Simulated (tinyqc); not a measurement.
Inside a calculation. Model: Schottky barrier on an n-type semiconductor, non-linear Poisson equation by Newton steps.

Program tinyqc, `OMP_NUM_THREADS=1 python tinyqc.py 2020147 2020148 out.jsonl`; Intel Xeon 2.30GHz, shared host, one thread, about 0.06 s. Printed values are rounded.

One dimension, metal at x = 0, donor density C(x) = Nd, uniform. Energies are counted from the electron Fermi level of the semiconductor and the conduction-band edge is Ec = -psi, so n = Nc exp(psi/Vt); holes follow the Fermi level of the metal, at -V, so p = Nv exp((V - psi - Eg)/Vt). Ends: psi(0) = V - phiB and psi = Vt ln(Nd/Nc) deep inside. Boltzmann statistics, full ionisation, no current, no image force in the Poisson equation.

Parameters, values chosen for the exercise; band and dielectric values those of a made-up semiconductor:
```
symbol    value   unit                                      meaning
T           300      K                                  temperature
Eg         0.71     eV                                     band gap
eps_r        15                               relative permittivity
Nc      1.26e19  cm^-3       conduction-band density of states at T
Nv      5.29e18  cm^-3          valence-band density of states at T
Nd       4.5e17  cm^-3      donor density deep in the semiconductor
phiB       0.43     eV                               barrier height
V             0      V  bias of the metal against the semiconductor
```

Constants: q = 1.602176634e-19 C, kB = 1.380649e-23 J/K, Vt = kB T/q, eps0 = 8.8541878128e-14 F/cm where lengths are in cm. Results are converted to the units shown.

## End potentials, built-in voltage, Debye length

psi_0 = V - phiB, psi_b = Vt ln(Nd/Nc), Vbi = phiB - Vt ln(Nc/Nd), LD = sqrt(eps0 eps_r Vt/(q Nd)), W = sqrt(2 eps0 eps_r (Vbi - V)/(q Nd)), hole density at the metal p_0 = Nv exp((phiB - Eg)/Vt).

psi_0 = -0.43 V
psi_b = -0.0861442 V
Vbi = 0.343856 V
LD = 6.90090 nm
W for uniform Nd = 35.5928 nm
p_0 = 1.04632e14 cm^-3

The hole density at the metal is 2.3e-4 times Nd, so holes hardly matter.

## Doping on the mesh

```
node,x (nm)
0,0
1,3.2
2,6.95
3,11.3
4,16.5
5,22.5
6,29.5
7,37.7
8,47.3
9,58.6
10,71.8
11,87.2
12,105
```

C = Nd, uniform, taken at the nodes.

```
node,donor density C (cm^-3)
0,4.5e17
1,4.5e17
2,4.5e17
3,4.5e17
4,4.5e17
5,4.5e17
6,4.5e17
7,4.5e17
8,4.5e17
9,4.5e17
10,4.5e17
11,4.5e17
12,4.5e17
```

## Couplings between neighbouring nodes

a_i = eps0 eps_r/h_i for the interval from node i to i + 1, with h_i = x_(i+1) - x_i in cm.

```
interval,coupling a_i (F/cm^2)
0,4.15040e-6
1,3.54168e-6
2,3.05317e-6
3,2.55409e-6
4,2.21355e-6
5,1.89733e-6
6,1.61967e-6
7,1.38347e-6
8,1.17533e-6
9,1.00616e-6
10,8.62421e-7
11,7.46139e-7
```

## Starting potential

The parabola psi_b - (psi_b - psi_0)(1 - x/W)^2 for x < W and psi_b beyond, with psi_0 = V - phiB, psi_b = Vt ln(Nd/Nc), W = sqrt(2 eps0 eps_r (psi_b - psi_0)/(q Nd)).

```
node,psi at the start (V)
0,-0.430000
1,-0.370950
2,-0.308825
3,-0.246324
4,-0.185088
5,-0.132672
6,-0.096220
7,-0.086144
8,-0.086144
9,-0.086144
10,-0.086144
11,-0.086144
12,-0.086144
```

## Iteration 1: densities, residual and Jacobian diagonal

n_i = Nc exp(psi_i/Vt), p_i = Nv exp((V - psi_i - Eg)/Vt), rho_i = p_i - n_i + C_i, g_i = (n_i + p_i)/Vt. Box widths w_i = (h_(i-1) + h_i)/2 in cm. Residual F_i = a_i (psi_(i+1) - psi_i) - a_(i-1) (psi_i - psi_(i-1)) + q rho_i w_i; Jacobian: a_(i-1) and a_i beside the diagonal, b_i = -a_(i-1) - a_i - q g_i w_i on it. The two end nodes are fixed.

```
node,n (cm^-3),p (cm^-3)
0,7.52815e11,1.04632e14
1,7.39067e12,1.06578e13
2,8.17220e13,9.63856e11
3,9.16887e14,8.59084e10
4,9.79539e15,8.04136e9
5,7.44002e16,1.05871e9
6,3.04751e17,2.58467e8
7,4.5e17,1.75041e8
8,4.5e17,1.75041e8
9,4.5e17,1.75041e8
10,4.5e17,1.75041e8
11,4.5e17,1.75041e8
12,4.5e17,1.75041e8
```

```
node,residual F (C/cm^2),diagonal b (F/cm^2)
1,1.81900e-13,-7.69211e-6
2,-5.24025e-12,-6.59505e-6
3,-7.01389e-11,-5.60997e-6
4,-8.78861e-10,-4.80164e-6
5,-7.74815e-9,-4.41058e-6
6,-3.51561e-8,-4.95240e-6
7,-1.63195e-8,-5.48523e-6
8,2.93066e-17,-5.47317e-6
9,3.43546e-17,-5.59786e-6
10,4.01038e-17,-5.85667e-6
11,4.65540e-17,-6.23809e-6
```

## Iteration 1: Newton step

Solve the tridiagonal system a_(i-1) d_(i-1) + b_i d_i + a_i d_(i+1) = -F_i for nodes 1 to 11, with d = 0 on fixed nodes. The full step is added.

```
node,"Newton step d (V)"
1,-0.0018708
2,-0.0040633
3,-0.0066051
4,-0.0096231
5,-0.0128562
6,-0.0145753
7,-0.0078005
8,-0.0020680
9,-0.0004483
10,-0.0000786
11,-0.0000109
```

```
node,psi after iteration 1 (V)
0,-0.430000
1,-0.372821
2,-0.312888
3,-0.252929
4,-0.194712
5,-0.145529
6,-0.110795
7,-0.093945
8,-0.088212
9,-0.086592
10,-0.086223
11,-0.086155
12,-0.086144
```

## Iteration 2: densities, residual and Jacobian diagonal

As before.

```
node,n (cm^-3),p (cm^-3)
0,7.52815e11,1.04632e14
1,6.87472e12,1.14577e13
2,6.98359e13,1.12790e12
3,7.10158e14,1.10917e11
4,6.75088e15,1.16678e10
5,4.52479e16,1.74081e9
6,1.73417e17,4.54214e8
7,3.32789e17,2.36691e8
8,4.15404e17,1.89618e8
9,4.42263e17,1.78103e8
10,4.48633e17,1.75574e8
11,4.49811e17,1.75114e8
12,4.5e17,1.75041e8
```

```
node,residual F (C/cm^2),diagonal b (F/cm^2)
1,5.39998e-16,-7.69212e-6
2,-6.13844e-14,-6.59502e-6
3,-2.10612e-12,-5.60936e-6
4,-5.39872e-11,-4.79107e-6
5,-8.17205e-10,-4.29315e-6
6,-4.92952e-9,-4.33380e-6
7,-2.64817e-9,-4.83872e-6
8,-2.34766e-10,-5.24912e-6
9,-1.32053e-11,-5.53912e-6
10,-4.76335e-13,-5.84456e-6
11,-1.05779e-14,-6.23614e-6
```

## Iteration 2: Newton step

As before.

```
node,"Newton step d (1e-3 V)"
1,-0.31938
2,-0.69366
3,-1.12785
4,-1.64697
5,-2.23901
6,-2.71411
7,-1.59586
8,-0.48993
9,-0.10986
10,-0.01939
11,-0.00268
```

```
node,psi after iteration 2 (V)
0,-0.430000
1,-0.373140
2,-0.313582
3,-0.254057
4,-0.196359
5,-0.147768
6,-0.113509
7,-0.095541
8,-0.088702
9,-0.086702
10,-0.086242
11,-0.086158
12,-0.086144
```

## Course of the Newton iteration

Stop when the largest undamped |d| is below 1e-9 V, or after 80 iterations.

Course of the iteration:
```
iteration,largest |F| (C/cm^2),largest |d| (V),at node
1,3.52e-8,0.0146,6
2,4.93e-9,2.71e-3,6
3,1.12e-10,6.95e-5,6
4,7.41e-14,4.58e-8,6
5,4.09e-20,2.14e-14,6
```

Converged in 5 iterations. Once the step is below 0.1 Vt, 2 more iteration(s) reach the threshold: near the solution the error is roughly squared each time.

## Converged densities, field and barrier lowering

```
node,converged psi (V)
0,-0.430000
1,-0.373148
2,-0.313599
3,-0.254085
4,-0.196400
5,-0.147824
6,-0.113579
7,-0.095588
8,-0.088718
9,-0.086706
10,-0.086243
11,-0.086158
12,-0.086144
```

n and p as above; E_i = -(psi_(i+1) - psi_i)/h_i; at the metal |E_0| = |E on interval 0| + q rho_0 (h_0/2)/(eps0 eps_r), rho_0 = p_0 - n_0 + C_0; image-force lowering dphi = sqrt(q |E_0|/(4 pi eps0 eps_r)).

```
node,n (cm^-3),p (cm^-3)
0,7.52815e11,1.04632e14
1,6.78821e12,1.16037e13
2,6.79412e13,1.15936e12
3,6.79098e14,1.15989e11
4,6.32409e15,1.24553e10
5,4.14038e16,1.90244e9
6,1.55714e17,5.05851e8
7,3.12297e17,2.52222e8
8,4.07358e17,1.93364e8
9,4.40326e17,1.78886e8
10,4.48286e17,1.75710e8
11,4.49763e17,1.75133e8
12,4.5e17,1.75041e8
```

```
interval,field E (kV/cm)
0,-177.662
1,-158.797
2,-136.815
3,-110.933
4,-80.960
5,-48.921
6,-21.941
7,-7.156
8,-1.780
9,-0.351
10,-0.055
11,-0.008
```

|E_0| at the metal = 186.349 kV/cm
image-force lowering = 42.2955 mV

A mesh of about 1000 nodes or more gives |E_0| = 185.8 kV/cm; the 13-node value is 0.29 % above it.

## Check against the first integral

First integral for uniform doping: E_0^2 = (2 q/(eps0 eps_r)) [Nd (U - Vt + Vt exp(-U/Vt)) + Vt p_0], U = Vbi - V, Vbi = phiB - Vt ln(Nc/Nd), p_0 = Nv exp((phiB - Eg)/Vt) (deep holes neglected). Image-force lowering dphi = sqrt(q E_0/(4 pi eps0 eps_r)), at x_m = sqrt(q/(16 pi eps0 eps_r E_0)). Depletion approximation: E = sqrt(2 q Nd U/(eps0 eps_r)).

E_0 = 185.813 kV/cm
dphi = 42.2346 mV
x_m = 1.13648 nm
field in the depletion approximation = 193.217 kV/cm

The depletion approximation is 4.0 % above the exact field. The lowering is 1.6 Vt, a factor of 5.12 in a thermionic current.
